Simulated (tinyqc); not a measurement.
Lateral field, substrate current, probability of reaching the oxide barrier and hot-carrier lifetime of a silicon transistor (pseudo-two-dimensional and lucky-electron models). Changing the channel length L. Computed by tinyqc, a small Python program. Command: `OMP_NUM_THREADS=1 python tinyqc.py 3016054 3016055 out.jsonl hotcar sweep`. One thread of a shared host (Intel(R) Xeon(R) Processor @ 2.30GHz), about 0.01 s of CPU time with the checks.

Local-field models: a lucky carrier gains its energy at the peak field over a path free of collisions. Voltages are magnitudes.

Inputs (values chosen for the exercise, modelled on a silicon n-channel):
```
quantity                                value                      unit
oxide thickness t                          14                        nm
junction depth x_j                        120                        nm
mobility mu                               380                cm^2/(V s)
saturation velocity v_s                   0.8                  1e7 cm/s
threshold voltage V_T                    0.49                         V
gate voltage V_G                          2.1                         V
drain voltage V_D                         3.6                         V
ionisation prefactor A_i              2.2e+06                      1/cm
ionisation field B_i                     1.68                     MV/cm
hot-carrier mean free path lambda         7.2                        nm
oxide barrier phi_b                       3.1                        eV
interface-trap threshold phi_it           3.8                        eV
lifetime constant H                       200  s microampere/micrometre
length of the depleted extension L_n       34                        nm
```

Drain: lightly doped extension.

Constants: eps_0 = 8.8541878128e-12 F/m.

Method:
- C_ox = 3.9 eps_0/t; F_sat = 2 v_s/mu; V_Dsat = V_ov F_sat L/(V_ov + F_sat L), V_ov = V_G - V_T; I_D/W = C_ox v_s (V_ov - V_Dsat).
- Scale length l = 0.22 t^(1/3) x_j^(1/2) (all in cm); F_m = sqrt(((V_D - V_Dsat)/l_e)^2 + F_sat^2), with l_e = l + L_n; length of the velocity-saturated region l_e ln((V_D - V_Dsat)/(l_e F_sat) + F_m/F_sat).
- Substrate current I_sub/I_D = (A_i/B_i)(V_D - V_Dsat) exp(-B_i/F_m); probability of reaching the oxide barrier exp(-phi_b/(e lambda F_m)); lifetime tau = (H/(I_D/W)) exp(phi_it/(e lambda F_m)).

One run for each value; columns: (1) channel length L (nm); (2) substrate current I_sub/W (microampere/micrometre); (3) peak field F_m (kV/cm); (4) V_Dsat (V); (5) lifetime tau (s):
```
(1)       (2)     (3)     (4)         (5)
430   0.41292  234.23  0.8522  8.1670e+09
620   0.21650  222.39  0.9958  3.3439e+10
880   0.11289  211.99  1.1223  1.3500e+11
1300  0.05441  201.99  1.2441  6.1675e+11
1800  0.03018  195.12  1.3279  2.0075e+12
2600  0.01610  188.93  1.4036  6.6559e+12
```

Over the rows, substrate current I_sub/W (microampere/micrometre) falls from 0.413 to 0.0161 (exponent d ln y / d ln x between -1.9 and -1.7); peak field F_m (kV/cm) falls from 234 to 189 (exponent d ln y / d ln x -0.14 between the first rows and -0.088 between the last); V_Dsat (V) rises from 0.852 to 1.40 (exponent d ln y / d ln x 0.43 between the first rows and 0.15 between the last). At fixed t and x_j a shorter channel lowers V_Dsat, leaving more voltage for the pinch-off region, and carries more current. Left out: 210, 300 (the saturated region would fill the channel).

Caution (all rows): the empirical formula for l was fitted to oxides of about 15 nm or more; for thinner ones it is an extrapolation. Caution (rows 430): the saturated region fills most of the channel, so the split into two regions is rough. Caution (all rows): e V_D is below phi_b or phi_it, so the available energy, not the field, limits hot carriers, and the lucky-electron formulas overstate them.

Extremes, crossings and ranges named in words are read from the listed rows.
